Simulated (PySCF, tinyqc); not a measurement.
Worked calculation: CISD on RHF in the sto-6g basis, frozen core, for Li-, spin multiplicity 1. The basis has no diffuse functions, so it cannot describe the extra electron: this is an exercise in the method, not the real anion. The lowest restricted solution is unstable here: a spin-polarised one lies 0.0049 hartree lower (PySCF). Computed by tinyqc, a small Python program that keeps every step (integrals from PySCF). Settings: charge = -1, multiplicity = 1, basis = sto-6g, method = RHF, frozen orbitals = 1, energy threshold = 1e-10, iteration cap = 90, orthogonalisation = canonical, start = atomic densities, DIIS depth = 6, ci = CISD. Command: `OMP_NUM_THREADS=1 python tinyqc.py 28481 28482 out.jsonl` (the two numbers bound the seeds that draw the settings). One thread of a shared host (Intel(R) Xeon(R) Processor @ 2.60GHz), about 0.1 s of CPU time with the checks. The early iterations of the SCF are left out here.

## One-electron integrals

Geometry (angstrom):
```
atom,x,y,z
Li,0.00000,0.00000,0.00000
```

Basis sto-6g: exponents (1/bohr^2) and contraction coefficients of normalised primitives:
```
element,l (shell),exponent,coefficient
Li,s (1),167.17585,0.00916
Li,s (1),30.65151,0.04936
Li,s (1),8.57519,0.16854
Li,s (1),2.94581,0.37056
Li,s (1),1.14394,0.41649
Li,s (1),0.47114,0.13033
Li,s (2),6.59756,-0.01325
Li,s (2),1.30583,-0.04699
Li,s (2),0.40585,-0.03379
Li,s (2),0.15615,0.25024
Li,s (2),0.06781,0.59512
Li,s (2),0.03108,0.24071
Li,p (3),6.59756,0.00376
Li,p (3),1.30583,0.03768
Li,p (3),0.40585,0.17390
Li,p (3),0.15615,0.41804
Li,p (3),0.06781,0.42586
Li,p (3),0.03108,0.10171
```

Overlap, kinetic and nuclear-attraction integrals over the contracted functions; the nuclear repulsion is the sum of Za Zb / Rab.

nuclear repulsion = 0 hartree

overlap S, lower triangle:
```
,1Li 1s,1Li 2s,1Li 2px,1Li 2py,1Li 2pz
1Li 1s,1.00000
1Li 2s,0.23574,1.00000
1Li 2px,0.00000,0.00000,1.00000
1Li 2py,0.00000,0.00000,0.00000,1.00000
1Li 2pz,0.00000,0.00000,0.00000,0.00000,1.00000
```

kinetic energy T (hartree), lower triangle:
```
,1Li 1s,1Li 2s,1Li 2px,1Li 2py,1Li 2pz
1Li 1s,3.61674
1Li 2s,-0.11072,0.10652
1Li 2px,0.00000,0.00000,0.32001
1Li 2py,0.00000,0.00000,0.00000,0.32001
1Li 2pz,0.00000,0.00000,0.00000,0.00000,0.32001
```

nuclear attraction V (hartree), lower triangle:
```
,1Li 1s,1Li 2s,1Li 2px,1Li 2py,1Li 2pz
1Li 1s,-8.06714
1Li 2s,-0.82836,-1.20005
1Li 2px,0.00000,0.00000,-1.19999
1Li 2py,0.00000,0.00000,0.00000,-1.19999
1Li 2pz,0.00000,0.00000,0.00000,0.00000,-1.19999
```

core Hamiltonian H = T + V (hartree), lower triangle:
```
,1Li 1s,1Li 2s,1Li 2px,1Li 2py,1Li 2pz
1Li 1s,-4.45040
1Li 2s,-0.93908,-1.09352
1Li 2px,0.00000,0.00000,-0.87998
1Li 2py,0.00000,0.00000,0.00000,-0.87998
1Li 2pz,0.00000,0.00000,0.00000,0.00000,-0.87998
```

## Two-electron integrals

Functions are numbered as in S; the eight-fold symmetry (ij|kl) = (ji|kl) = (kl|ij) leaves the list below.

Two-electron integrals (ij|kl) in chemists' order, unique and non-zero (hartree):
```
i,j,k,l,(ij|kl)
1,1,1,1,1.68125
2,1,1,1,0.24260
2,1,2,1,0.04451
2,2,1,1,0.39719
2,2,2,1,0.09028
2,2,2,2,0.29062
3,1,3,1,0.00944
3,2,3,1,0.01426
3,2,3,2,0.06424
3,3,1,1,0.39719
3,3,2,1,0.09028
3,3,2,2,0.29062
3,3,3,3,0.31312
4,1,4,1,0.00944
4,2,4,1,0.01426
4,2,4,2,0.06424
4,3,4,3,0.01688
4,4,1,1,0.39719
4,4,2,1,0.09028
4,4,2,2,0.29062
4,4,3,3,0.27937
4,4,4,4,0.31312
5,1,5,1,0.00944
5,2,5,1,0.01426
5,2,5,2,0.06424
5,3,5,3,0.01688
5,4,5,4,0.01688
5,5,1,1,0.39719
5,5,2,1,0.09028
5,5,2,2,0.29062
5,5,3,3,0.27937
5,5,4,4,0.27937
5,5,5,5,0.31312
```

## Orthogonalisation

S = U s U^T; canonical form X = U s^(-1/2), so that X^T S X = 1. Each column of U has its largest component positive (the first on a tie).

eigenvalues of S: 0.76426  1.00000  1.00000  1.00000  1.23574

X:
```
,1,2,3,4,5
1Li 1s,0.80884,0.00000,0.00000,0.00000,0.63609
1Li 2s,-0.80884,0.00000,0.00000,0.00000,0.63609
1Li 2px,0.00000,1.00000,0.00000,0.00000,0.00000
1Li 2py,0.00000,0.00000,1.00000,0.00000,0.00000
1Li 2pz,0.00000,0.00000,0.00000,1.00000,0.00000
```

Within a degenerate level the vectors are fixed only up to a rotation; this is one choice.

## Starting guess

The start is atomic minimal-basis densities projected into this basis (PySCF's MINAO start) and scaled to the electron count of each spin; this density is not idempotent, so its energy is not variational and may lie below the converged one.

D at the start, lower triangle:
```
,1Li 1s,1Li 2s,1Li 2px,1Li 2py,1Li 2pz
1Li 1s,2.77620
1Li 2s,-0.30369,1.36699
1Li 2px,0.00000,0.00000,0.00000
1Li 2py,0.00000,0.00000,0.00000,0.00000
1Li 2pz,0.00000,0.00000,0.00000,0.00000,0.00000
```

## Iteration 3 (converged): orbitals

converged F (hartree), lower triangle:
```
,1Li 1s,1Li 2s,1Li 2px,1Li 2py,1Li 2pz
1Li 1s,-1.99734
1Li 2s,-0.52080,-0.03687
1Li 2px,0.00000,0.00000,0.41557
1Li 2py,0.00000,0.00000,0.00000,0.41557
1Li 2pz,0.00000,0.00000,0.00000,0.00000,0.41557
```

Diagonalise F' = X^T F X, C = X C', fill 2 alpha and 2 beta electrons from the bottom; D = 2 C_occ C_occ^T. Each column has its largest component positive (the first on a tie).

F' = X^T F X (hartree), lower triangle:
```
,1,2,3,4,5
1,-0.64939
2,0.00000,0.41557
3,0.00000,0.00000,0.41557
4,0.00000,0.00000,0.00000,0.41557
5,-1.00866,0.00000,0.00000,0.00000,-1.24452
```

orbital energies (hartree): MO1 -1.99860, MO2 0.10469, MO3 0.41557, MO4 0.41557, MO5 0.41557

coefficients C:
```
,MO1,MO2,MO3,MO4,MO5
1Li 1s,0.99377,-0.26695,0.00000,0.00000,0.00000
1Li 2s,0.02515,1.02869,0.00000,0.00000,0.00000
1Li 2px,0.00000,0.00000,1.00000,0.00000,0.00000
1Li 2py,0.00000,0.00000,0.00000,0.00000,1.00000
1Li 2pz,0.00000,0.00000,0.00000,1.00000,0.00000
```

D after iteration 3, lower triangle:
```
,1Li 1s,1Li 2s,1Li 2px,1Li 2py,1Li 2pz
1Li 1s,2.11769
1Li 2s,-0.49923,2.11769
1Li 2px,0.00000,0.00000,0.00000
1Li 2py,0.00000,0.00000,0.00000,0.00000
1Li 2pz,0.00000,0.00000,0.00000,0.00000,0.00000
```

Within a degenerate level the vectors are fixed only up to a rotation; this is one choice.

## Convergence

Stop when the energy changes by less than 1e-10 hartree and every element of the error matrix X^T (F D S - S D F) X is below 3e-06.

Course of the cycle:
```
iteration,E (hartree),change,largest element of the error matrix
1,-8.7356968,-,1.18e-01
2,-7.2952461,1.44e+00,0.00000
3,-7.2952461,-1.78e-15,4.71e-16
```

PySCF RHF in the same basis = -7.2952461 hartree

Converged in 3 iterations.

## Populations

Mulliken: Z minus the diagonal of D S on the atom; Loewdin: the same with S^(1/2) D S^(1/2).

Charges (e):
```
atom,Mulliken,Loewdin
1Li,-1.00000,-1.00000
```

## Integrals over molecular orbitals

(pq|rs) = sum C_ip C_jq C_kr C_ls (ij|kl), one index at a time.

one-electron integrals over orbitals h = C^T H C (hartree), lower triangle:
```
,1,2,3,4,5
1,-4.44278
2,0.19862,-0.95856
3,0.00000,0.00000,-0.87998
4,0.00000,0.00000,0.00000,-0.87998
5,0.00000,0.00000,0.00000,0.00000,-0.87998
```

Two-electron integrals over orbitals (pq|rs), unique and non-zero (hartree); the lowest 1 orbital is frozen and left out:
```
p,q,r,s,(pq|rs)
2,2,2,2,0.28338
3,2,3,2,0.06082
3,3,2,2,0.28626
3,3,3,3,0.31312
4,2,4,2,0.06082
4,3,4,3,0.01688
4,4,2,2,0.28626
4,4,3,3,0.27937
4,4,4,4,0.31312
5,2,5,2,0.06082
5,3,5,3,0.01688
5,4,5,4,0.01688
5,5,2,2,0.28626
5,5,3,3,0.27937
5,5,4,4,0.27937
5,5,5,5,0.31312
```

## CISD: determinants and Hamiltonian

one-electron integrals dressed by the frozen orbital, h + 2 (pq|11) - (p1|1q) (hartree), lower triangle:
```
,2,3,4,5
2,-0.17870
3,0.00000,-0.09615
4,0.00000,0.00000,-0.09615
5,0.00000,0.00000,0.00000,-0.09615
```

energy of the frozen orbital, 2 h_11 + (11|11) = -7.2212323 hartree

Hartree-Fock energy = -7.2952461 hartree

Slater-Condon rules over spin orbitals, with the nuclear repulsion and the energy of the frozen orbital added and E(HF) subtracted on the diagonal. Only determinants linked to the reference directly or through others are kept (one block of an abelian symmetry group), so some states are absent.

Occupation strings over the orbitals (2 doubly, a alpha, b beta, 0 empty; spin orbitals ordered 1a 1b 2a 2b ...): 22000 20200 20020 20002

H - E(HF) between determinants (hartree), lower triangle:
```
,22000,20200,20020,20002
22000,0.00000
20200,0.06082,0.19484
20020,0.06082,0.01688,0.19484
20002,0.06082,0.01688,0.01688,0.19484
```

## CISD: roots

Diagonalise (each vector has its largest component positive (the first on a tie)); all determinants have Ms = 0, so triplets appear too. The lowest singlet root is the correlation energy.

lowest roots of this matrix, relative to E(HF) (hartree): -0.04114  0.17797  0.17797  0.26973

lowest vectors:
```
,root 1,root 2,root 3,root 4
22000,0.93149,0.00000,0.00000,0.36377
20200,-0.21002,0.81650,0.00000,0.53780
20020,-0.21002,-0.40825,0.70711,0.53780
20002,-0.21002,-0.40825,-0.70711,0.53780
```

<S^2> of these roots: 0.00000  0.00000  0.00000  0.00000

weight of the ground state by excitation level 0, 1, 2, ...: 0.86767  0.00000  0.13233

Within a degenerate level the vectors are fixed only up to a rotation; this is one choice.

The reference has a weight of only 0.87: one determinant is a poor start here.
